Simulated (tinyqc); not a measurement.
# Landau-Devonshire theory of a uniaxial ferroelectric, step by step

A worked calculation. Computed by tinyqc, a small Python program that keeps every step. Command: `OMP_NUM_THREADS=1 python tinyqc.py 3024857 3024858 out.jsonl ferro walk`. One thread of a shared host (Intel(R) Xeon(R) Processor @ 2.30GHz), about 0.01 s of CPU time with the checks. Intermediate numbers are printed to about 7 digits and carried at full precision; extremes and crossings named in words are read from the listed rows.

G(P) = (alpha/2) P^2 + (beta*/4) P^4 + (gamma/6) P^6 - E P per volume, SI units, one domain, P along the polar axis, which is normal to the film.

Inputs (values chosen for the exercise, for a model ferroelectric):

| quantity | value | unit |
|---|---|---|
| alpha_0 | 497000 | J m/(C^2 K) |
| Curie-Weiss temperature T0 | 790 | K |
| beta | -3.78e+09 | J m^5/C^4 |
| gamma | 7.45e+10 | J m^9/C^6 |
| temperature T | 368 | K |
| misfit strain u_m | -0.013 | - |
| electrostriction Q12 | -0.048 | m^4/C^2 |
| compliance s11 + s12 | 8.2e-12 | m^2/N |
| applied field E | 14 | MV/m |
| film thickness d | 47 | nm |
| screening length lambda | 0.0039 | nm |
| background permittivity eps_b | 5 | - |
| gradient coefficient g | 1.5e-11 | J m^3/C^2 |
| series capacitance C_d | 3.6 | microfarad/cm^2 |
| start of Newton steps P0/Ps | 2 | - |

Sample: epitaxial film.

Constants: eps_0 = 8.8541878128e-12 F/m.

## Coefficients at T

alpha = alpha_0 (T - T0*), with clamping: T0* = T0 + 4 Q12 u_m/(alpha_0 (s11 + s12)), beta* = beta + 4 Q12^2/(s11 + s12).

T0* = 1402.455 K

alpha = -5.141242e+08 J m/C^2

beta* = -2.656098e+09 J m^5/C^4

Compression raises T0 by 612 K. beta* < 0: the transition is of first order. Caution: a shift of T0 this large is beyond the range where constant coefficients hold.

## Spontaneous polarisation, susceptibility, coercive field

Ps^2 = [-beta* + sqrt(beta*^2 - 4 alpha gamma)]/(2 gamma). chi = 1/(eps_0 G''), G'' = alpha + 3 beta* P^2 + 5 gamma P^4 at Ps. Ps, chi and the coercive field are for perfect screening, without a depolarising field. The intrinsic coercive field is |alpha P + beta* P^3 + gamma P^5| at the P_c where G'' = 0. 1 C/m^2 = 100 microcoulomb/cm^2.

spontaneous polarisation Ps = 32.06080 microcoulomb/cm^2

susceptibility chi = 43.39650

well depth G(Ps) = -19.95415 MJ/m^3

P_c = 22.21615 microcoulomb/cm^2

intrinsic coercive field = 103.0245 MV/m

P_c/Ps = 0.693, above the 0.577 of a quartic well, as the sixth-order term matters. Real switching runs by domain nucleation at far lower fields. Caution: far below T0* the expansion with linear alpha(T) is only a fit.

## Temperatures of the first-order transition

T_C = T0* + 3 beta*^2/(16 alpha_0 gamma); the polar phase survives up to T1 = T0* + beta*^2/(4 alpha_0 gamma); at T_C Ps^2 = -3 beta*/(4 gamma); latent heat = (1/2) alpha_0 T_C Ps^2.

transition temperature T_C = 1438.181 K

superheating limit T1 = 1450.089 K

jump of Ps = 16.35214 microcoulomb/cm^2

latent heat = 9.556279 MJ/m^3

Thermal hysteresis can span at most T1 - T0* = 47.6 K.

## Polarisation in the field by Newton steps

Solve G'(P) = alpha P + beta* P^3 + gamma P^5 - E = 0 by P(new) = P - G'/G'' from P0; stop when the step is below 1e-11 C/m^2 (G' under 1e-6 MV/m is shown as 0).

Newton steps:

| step | P (microcoulomb/cm^2) | G' (MV/m) | G'' (MJ m/C^2) |
|---|---|---|---|
| 1 | 64.12160 | 7.031740e+03 | 59181.10 |
| 2 | 52.23987 | 2.237217e+03 | 25053.12 |
| 3 | 43.30998 | 6.828163e+02 | 11097.46 |
| 4 | 37.15707 | 1.863779e+02 | 5486.29 |
| 5 | 33.75991 | 3.694303e+01 | 3416.43 |
| 6 | 32.67858 | 2.934968e+00 | 2882.89 |
| 7 | 32.57677 | 2.416617e-02 | 2835.50 |
| 8 | 32.57592 | 1.682242e-06 | 2835.10 |
| 9 | 32.57592 | 0 | 2835.10 |

P at the end of the steps = 32.57592 microcoulomb/cm^2

1/(eps_0 G'') there = 39.83659

The linear estimate Ps + eps_0 chi E gives 32.599; the field lowers chi by 8.2 %.

## The 180-degree wall

With the term (g/2) (dP/dx)^2, (g/2) P'^2 = G(P) - G(Ps) across the wall: energy = int_(-Ps)^(Ps) sqrt(2 g [G(P) - G(Ps)]) dP (40 Gauss-Legendre points); width = 2 Ps over the slope at P = 0, sqrt(2 |G(Ps)|/g). Elastic coupling inside the wall is left out.

wall energy = 11.12229 mJ/m^2

wall width = 0.3931139 nm

Caution: a wall under 0.8 nm, some two lattice spacings, wide is outside the continuum picture.

## A capacitor with imperfect screening

Between shorted electrodes with screening length lambda each, the depolarising field is -k P, k = 2 lambda/(eps_0 (d + 2 lambda eps_b)), so alpha turns into alpha + k. The polar state is the lowest uniform state while alpha + k < 0 (beta* > 0) or < 3 beta*^2/(16 gamma) (beta* < 0); setting the equality gives the critical thickness d_c.

depolarising coefficient k = 1.872784e+07 J m/C^2

polarisation of the film = 31.82720 microcoulomb/cm^2

size of the depolarising field = 5.960548 MV/m

critical thickness d_c = 1.617275 nm

The film keeps 99 % of Ps.

## Thickness series

Domains are left out, though they can pre-empt both the loss of P and the state at P = 0. The second and third columns are for the shorted capacitor, polar only where it is the lowest uniform state: alpha + k < 0 (beta* > 0) or < 3 beta*^2/(16 gamma) (beta* < 0). The last column is another circuit, the film in series with C_d at P = 0: 1/C = (alpha d)/(1 + alpha eps_0 eps_b) + 1/C_d, and P = 0 is locally stable while 1/C > 0; a dash marks the rest.

Against thickness:

| d (nm) | P (microcoulomb/cm^2) | depolarising field (MV/m) | C of the stack / C_d |
|---|---|---|---|
| 1 | 0.00000 | 0.0000 | 1.019305 |
| 2 | 23.55898 | 101.7853 | 1.039370 |
| 3 | 27.47966 | 79.6575 | 1.060241 |
| 5 | 29.60183 | 51.7512 | 1.104603 |
| 8 | 30.60078 | 33.5333 | 1.178573 |
| 15 | 31.30959 | 18.3402 | 1.396830 |
| 30 | 31.69234 | 9.2943 | 2.315815 |
| 60 | 31.87828 | 4.6774 | - |
| 150 | 31.98819 | 1.8782 | - |

The polar state appears between 1 and 2 nm (d_c = 1.62 nm), and at 150 nm P is 99.8 % of Ps. The stack exceeds C_d wherever it is stable, up to 2.32 times: the ferroelectric held at P = 0 acts as a negative capacitance.

Checks made by the program: Ps against a numerical root of G'(P)/P (relative difference below 1e-10).
